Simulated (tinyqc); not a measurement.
Changing the substrate thickness t: self-heating of a transistor with one or more fingers, with temperature-dependent conductivity. Computed by tinyqc, a small Python program. Command: `OMP_NUM_THREADS=1 python tinyqc.py 3016029 3016030 out.jsonl selfheat sweep`. One thread of a shared host (Intel(R) Xeon(R) Processor @ 2.30GHz), about 0.1 s of CPU time with the checks.

N long parallel fingers lie on the top face of a slab whose bottom is held at T_0; the top is otherwise insulated, and heat flows in two dimensions. P in W/mm is 1000 P in W/m.

Inputs (values chosen for the exercise, modelled on gallium oxide):
```
quantity                                      value        unit
conductivity at the base temperature kappa_0   17.1     W/(m K)
exponent m in kappa ~ T^-m                     1.16           -
base temperature T_0                            358           K
power per gate width P                         0.11        W/mm
fingers N                                         6           -
finger pitch s                                  8.7  micrometre
width of the heat source w                      1.9  micrometre
```

Power: power rises with temperature.

Method:
- A line source of power P on the top face raises the top at distance x by (P/(pi kappa_0)) g(x), g(x) = -ln tanh(pi x/(4 t)) (the image sum for the slab). On a strip of width w the centre sees the mean of g over the strip, g_0 = 1 + ln(8 t/(pi w)) for w much below t.
- theta_i = (P/(pi kappa_0)) [g_0 + sum over j != i of g(|i - j| s)], with equal powers and constant conductivity; thermal resistance = largest theta/P.
- Kirchhoff transformation for kappa = kappa_0 (T/T_0)^-m: T = T_0 [1 - (m - 1) theta/T_0]^(-1/(m - 1)), where theta is the linear rise.
- The bracket vanishes at the power P T_0/((m - 1) theta).

One run for each value:
```
substrate thickness t (micrometre)  thermal resistance (K mm/W)  true rise (K)  own factor g_0
10                                                         91.8          10.27           3.595
17                                                        131.1          14.77           4.126
28                                                        177.6          20.17           4.625
46                                                        229.1          26.26           5.121
77                                                        285.0          33.01           5.637
130                                                       342.9          40.14           6.160
220                                                       401.5          47.50           6.686
360                                                       456.4          54.55           7.179
600                                                       513.4          62.02           7.690
```

Over the rows, thermal resistance (K mm/W) rises from 91.8 to 513 (exponent d ln y / d ln x 0.67 between the first rows and 0.23 between the last); true rise (K) rises from 10.3 to 62.0 (exponent d ln y / d ln x 0.69 between the first rows and 0.25 between the last); own factor g_0 rises from 3.60 to 7.69 (exponent d ln y / d ln x 0.26 between the first rows and 0.13 between the last). The own factor grows only as ln t; thinning also cuts the coupling between fingers.

Extremes, crossings and ranges named in words are read from the listed rows.
